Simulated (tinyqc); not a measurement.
Equal gaps, different models: fitting sp3s* parameters to three gaps by Newton steps.

sp3s* tight binding, nearest neighbours only: anion (a) at 0, cation (c) at a/4 (1,1,1), orbitals s, px, py, pz, s* on each; k in units of 2 pi/a. With phases e_j = exp(i (pi/2) k.n_j) for n = (1,1,1), (1,-1,-1), (-1,1,-1), (-1,-1,1): g0 = (e1+e2+e3+e4)/4, g1 = (e1+e2-e3-e4)/4, g2 = (e1-e2+e3-e4)/4, g3 = (e1-e2-e3+e4)/4. The diagonal holds the levels Esa, Epa, Exa (s*) and Esc, Epc, Exc. Anion-cation block: <sa|sc> = Vss g0; <sa|xc> = Vsapc g1; <xa|sc> = -Vscpa g1; <xa|xc> = Vxx g0; <xa|yc> = <ya|xc> = Vxy g3, <xa|zc> = <za|xc> = Vxy g2, <ya|zc> = <za|yc> = Vxy g1; <s*a|xc> = Vxapc g1; <xa|s*c> = -Vpaxc g1; y and z take g2 and g3 in place of g1; s-s* and s*-s* vanish.

Gaps are level 5 at Gamma, X = (1,0,0) and L = (1/2,1/2,1/2) less level 4 at Gamma; no spin-orbit coupling. Free parameters: Vss, Vsapc and Vpaxc. H is linear in them, so by Hellmann-Feynman J_ij = <u|dH/dp_j|u> for level 5 at point i less the same for level 4 at Gamma. Newton: p(new) = p + J^-1 (target - gaps); stop when all misses are below 1e-7 eV.

Constants: hbar^2/2m0 = 3.80998211 eV angstrom^2.

Parameters, chosen for this exercise (out of a larger set: near a published set for GaAs, fitted to gaps, whose masses and valley positions are rough; not measured data): p = (-8.332, 1.048, -2.664, 3.645, 8.575, 6.722, -6.466, 1.961, 5.117, 4.488, 5.82, 4.818, 4.84) eV (start, order Esa, Epa, Esc, Epc, Exa, Exc, Vss, Vxx, Vxy, Vsapc, Vscpa, Vxapc, Vpaxc); tg = (1.3017, 2.1908, 1.6996) eV (target gaps at Gamma, X, L); a = 5.655 angstrom (lattice constant).

The same three targets are met with other triples of free parameters (those for which Newton converges within 3 eV of the start). Not fitted: level 5 at K = (3/4,3/4,0) above Ev, the spacing of levels 6 and 5 at X, the depth of level 2 at X below Ev, the valence width at Gamma, and the mass c q^2/(E(q) - E(0)) of level 5 along [100], q = 0.002 (2 pi/a), c = hbar^2/2m0.

Unfitted results:

| free parameters | largest change (eV) | K (eV) | X spacing (eV) | level 2 at X (eV) | valence width (eV) | mass (m0) |
|---|---|---|---|---|---|---|
| start | 0.000 | 1.994 | 0.340 | 7.535 | 12.552 | 0.1191 |
| Vss, Vxapc, Vpaxc | 0.291 | 2.121 | 0.348 | 7.471 | 12.287 | 0.0948 |
| Esc, Vxapc, Vpaxc | 0.849 | 2.143 | 0.609 | 7.559 | 12.669 | 0.0966 |
| Vss, Vsapc, Vpaxc | 0.293 | 2.080 | 0.121 | 7.566 | 12.287 | 0.0919 |
| Esa, Vxapc, Vscpa | 0.929 | 2.117 | 0.319 | 7.723 | 13.216 | 0.0889 |
| Vss, Exa, Exc | 0.611 | 2.124 | 0.394 | 7.508 | 12.287 | 0.0948 |
| Esc, Vsapc, Exc | 1.039 | 2.124 | 0.384 | 7.712 | 12.669 | 0.0935 |

What can be read from this table?

All fitted rows have the same three gaps, yet they spread by 63 meV at K, 487 meV in the X spacing, 252 meV in level 2 at X, 929 meV in the valence width and 8.2 % in the mass. The smallest change of parameters, 0.291 eV, is that of Vss, Vxapc, Vpaxc. A fit fixes what it was given and leaves the rest to the choice of free parameters.

tinyqc: `OMP_NUM_THREADS=1 python tinyqc.py 1482289 1482290 out.jsonl`; about 0.3 s, one thread, shared Intel(R) Xeon(R) Processor @ 2.30GHz.
